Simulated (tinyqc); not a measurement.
Gupta-type many-body potential for a metal. Changing the hopping xi. Computed by tinyqc, a small Python program. Command: `OMP_NUM_THREADS=1 python tinyqc.py 3009154 3009155 out.jsonl gupta sweep`. One thread of a shared host (Intel(R) Xeon(R) Processor @ 2.30GHz), about 0.04 s of CPU time with the checks.

E_i = sum_j A exp(-p (r_ij/r0 - 1)) - xi rho_i^gamma, with rho_i = sum_j exp(-2 q (r_ij/r0 - 1)); gamma = 1/2 is the tight-binding second-moment form. The crystal is fcc unless stated; d is the neighbour distance and a fixed number of shells is kept.

Inputs (values chosen for the exercise, modelled on palladium):
```
quantity                  value      unit
repulsion A               0.174        eV
decay p                    11.1         -
decay q                    3.78         -
reference distance r0     2.749  angstrom
shells kept                   3         -
embedding exponent gamma    0.5         -
```

Constants: 1 eV/angstrom^3 = 160.2176634 GPa.

Method:
- fcc shells: d sqrt(k), k = 1..5, with 12, 6, 24, 12, 24 atoms; Omega = d^3/sqrt2.
- Equilibrium: dE/dd = 0; B = d^2 E''(d)/(9 Omega).
- Repulsion and density of one neighbour in each shell, and their sums.
- Each neighbour j of the vacancy loses one repulsive term and one density term: E_v = sum_shells count x {-repulsion - xi [(rho - density)^gamma - rho^gamma]}. (The removed atom returns to a bulk-like site, so its own energy cancels.)

One run for each value; columns: (1) hopping xi (eV); (2) cohesive energy E_c (eV); (3) neighbour distance d (angstrom); (4) bulk modulus B (GPa); (5) vacancy energy E_v (eV):
```
(1)     (2)    (3)    (4)    (5)
1.25  2.426  2.873  119.1  0.615
1.43  2.978  2.822  148.9  0.754
1.79  4.194  2.737  216.6  1.060
1.97  4.855  2.700  254.2  1.225
2.15  5.548  2.667  294.3  1.399
2.33  6.273  2.637  336.9  1.580
2.51  7.028  2.609  381.7  1.768
```

Give the missing row, hopping xi (eV) = 1.61.

Computed row; columns: (1) hopping xi (eV); (2) cohesive energy E_c (eV); (3) neighbour distance d (angstrom); (4) bulk modulus B (GPa); (5) vacancy energy E_v (eV):
```
(1)     (2)    (3)    (4)    (5)
1.61  3.568  2.777  181.5  0.903
```

Interpolating between the two neighbouring rows (linearly) misses most in bulk modulus B (GPa), by 0.71 %. Over the rows, cohesive energy E_c (eV) rises from 2.43 to 7.03 (exponent d ln y / d ln x about 1.5 throughout); neighbour distance d (angstrom) falls from 2.87 to 2.61 (exponent d ln y / d ln x -0.13 between the first rows and -0.14 between the last); bulk modulus B (GPa) rises from 119 to 382 (exponent d ln y / d ln x about 1.7 throughout). With one shell E_c scales exactly as xi^(p/(p - 2 q gamma)), exponent 1.516: stronger attraction also shortens the bonds.
